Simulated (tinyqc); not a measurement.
FinFET, parasitic resistance, capacitance and delay: one step of the calculation.

Nf fins under one contact; each has gated perimeter p = 2 Hf + Wf and cross-section A = Hf Wf; contact width Wc = Nf pf, stack height Hs = Hf. Contact length Lc = CPP - Lg - 2 Lsp, shared by two neighbouring gates. Source and drain sides are equal. The formulas are first-order estimates, not field solutions.

Problem. Geometry and resistances. Epitaxy sheet resistance Rsh = re/te, transfer length LT = sqrt(rc/Rsh), contact Rc = [sqrt(rc Rsh)/Wc] coth(Lc/(2 LT)); extension of one fin Rx = rx Lsp/A. Effective width N p; for equal currents one side has Rc + Rx/N.

Inputs (values chosen for the exercise); values close to those of silicon logic devices:
```
symbol    value      unit                                  meaning
Nf            2                                     number of fins
Hf           60        nm                               fin height
Wf            6        nm                                fin width
pf           30        nm                                fin pitch
CPP          54        nm                     contacted gate pitch
Lg           18        nm                              gate length
Lsp           4        nm                            spacer length
rc       1.3e-9  ohm cm^2                      contact resistivity
re       0.0002    ohm cm  resistivity of the source-drain epitaxy
te           15        nm    current-carrying depth of the epitaxy
rx      0.00046    ohm cm             resistivity of the extension
```

Wanted: Lc; effective width; Rsh; LT; Rc; Rx; one side times effective width.

Solution.

Lc = 28.00 nm
effective width = 252.0 nm
Rsh = 133.3 ohm
LT = 31.22 nm
Rc = 165.0 ohm
Rx = 51.11 ohm
one side times effective width = 48.02 ohm um

Program tinyqc, `OMP_NUM_THREADS=1 python tinyqc.py 2170005 2170006 out.jsonl`; Intel Xeon 2.30GHz, shared host, one thread, about 0.03 s.
